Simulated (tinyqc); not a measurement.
Inside a calculation. Model: nudged elastic band on a two-dimensional model surface. Computed by tinyqc, a small Python program that keeps every step. Command: `OMP_NUM_THREADS=1 python tinyqc.py 3014455 3014456 out.jsonl neb walk`. One thread of a shared host (Intel(R) Xeon(R) Processor @ 2.30GHz), about 0.2 s of CPU time with the checks. Intermediate numbers are printed to about 6 digits and carried at full precision; extremes and crossings named in words are read from the listed rows.

V(x, y) = -A (cos kx + cos ky) - B cos kx cos ky + (C sin ky + S sin kx)(1 - cos kx), k = 2 pi/a; the atom hops from the minimum at (0, 0) to that at (a, 0).

Inputs (values chosen for the exercise, for a model surface):
```
quantity             value           unit
amplitude A           0.19             eV
amplitude B          0.051             eV
skew C               0.039             eV
asymmetry S          0.027             eV
period a               3.8       angstrom
movable images n         4              -
spring constant k_s   0.24  eV/angstrom^2
step factor eta       0.42  angstrom^2/eV
iteration cap          600              -
```

Surface: adatom on a square lattice. Climbing image: off.

## Stationary points

Newton steps x(new) = x - H^-1 grad V (moves limited to 0.3 angstrom) from (0, 0), (a, 0) and (a/2, 0) give the two minima and the saddle.

positions (angstrom):
```
              x         y
start   0.00000   0.00000
end     3.80000   0.00000
saddle  1.75778  -0.30314
```

energies (eV): start -0.431000, end -0.431000, saddle 0.037083

barrier from the start = 0.468083 eV

## Straight-line start

Images are spaced evenly on the line between the minima.

images at the start (angstrom):
```
            x     y
image 1  0.76  0.00
image 2  1.52  0.00
image 3  2.28  0.00
image 4  3.04  0.00
```

energies above the start (eV): 0.184270  0.464683  0.407264  0.148783

The highest image lies -0.0034 eV from the true barrier.

## Iteration 1

Tangent at image i: towards the higher neighbour if the energies rise or fall through i; at a maximum or minimum, tau = t+ dmax + t- dmin if V(i+1) > V(i-1), else t+ dmin + t- dmax, with t+ = R(i+1) - R(i), t- = R(i) - R(i-1) and dmax, dmin the larger and smaller of |V(i+1) - V(i)| and |V(i-1) - V(i)|; then normalise. Force F = -grad V + (grad V.tau) tau + k_s (|t+| - |t-|) tau. Update R(new) = R + eta F; the end points stay fixed.

unit tangents:
```
         x  y
image 1  1  0
image 2  1  0
image 3  1  0
image 4  1  0
```

forces (eV/angstrom):
```
                x          y
image 1  0.000000  -0.044558
image 2  0.000000  -0.116655
image 3  0.000000  -0.116655
image 4  0.000000  -0.044558
```

images after iteration 1 (angstrom):
```
               x         y
image 1  0.76000  -0.01871
image 2  1.52000  -0.04900
image 3  2.28000  -0.04900
image 4  3.04000  -0.01871
```

## Iteration 2

The formulas are those given above.

unit tangents:
```
               x         y
image 1  0.99921  -0.03981
image 2  0.99998  -0.00686
image 3  1.00000   0.00000
image 4  0.99921   0.03981
```

forces (eV/angstrom):
```
                  x           y
image 1  -0.0019403  -0.0509450
image 2  -0.0008146  -0.0976075
image 3   0.0001447  -0.0963704
image 4   0.0017821  -0.0469740
```

images after iteration 2 (angstrom):
```
               x         y
image 1  0.75919  -0.04011
image 2  1.51966  -0.08999
image 3  2.28006  -0.08947
image 4  3.04075  -0.03844
```

## All iterations

Start on the straight line; stop when the largest force is below 1e-4 or above 1e6 eV/angstrom.

Course of the band:
```
iteration  highest image (eV)  largest force (eV/angstrom)
1                    0.464683                  1.16655e-01
2                    0.459461                  9.76109e-02
3                    0.455806                  8.08061e-02
4                    0.453284                  6.64238e-02
5                    0.451558                  5.43498e-02
6                    0.450382                  4.43366e-02
7                    0.449582                  3.60970e-02
8                    0.449038                  2.93507e-02
9                    0.448667                  2.38452e-02
...                       ...                          ...
28                   0.447856                  4.50098e-04
29                   0.447856                  3.65254e-04
30                   0.447855                  2.96395e-04
31                   0.447855                  2.40510e-04
32                   0.447854                  1.95154e-04
33                   0.447854                  1.59017e-04
34                   0.447853                  1.29702e-04
35                   0.447853                  1.05923e-04
36                   0.447852                  8.66426e-05
```

Band at the end:
```
image  x (angstrom)  y (angstrom)    E (eV)
0           0.00000      0.000000  0.000000
1           0.75072     -0.172090  0.181196
2           1.51421     -0.273627  0.447852
3           2.28438     -0.269737  0.390225
4           3.04630     -0.157644  0.146835
5           3.80000      0.000000  0.000000
```

energy of the highest image = 0.447852 eV

iterations = 36

largest force at the end = 8.66426e-05 eV/angstrom

Converged in 36 iterations. Without a climbing image the highest image lies 20.23 meV below the saddle.

## Plain band against climbing image

With a climbing image, the highest image feels instead F = -grad V + 2 (grad V.tau) tau and no spring. Images are counted without the end points, and convergence is judged on the largest force on an image. Each run starts on the straight line with the same k_s and eta, for at most 1500 iterations; errors are against the Newton saddle; a dash marks a run that did not reach 1e-4 eV/angstrom.

Error of the highest image (meV) and iterations:
```
images  plain, error  plain, iterations  climbing, error  climbing, iterations
2            -83.740                 33                0                    38
3             -6.433                 37                0                    38
4            -20.231                 36                0                    58
5             -6.415                 38                0                    56
6             -6.063                 41                0                    81
8             -1.779                 54                0                    92
10            -0.384                 67                0                    86
```

The plain band underestimates the barrier by 0.38 to 83.74 meV, depending on how near an image falls to the saddle (worst for 2 images, best for 10). The climbing image is within about 0.001 meV in every converged run, so few images suffice for the barrier.
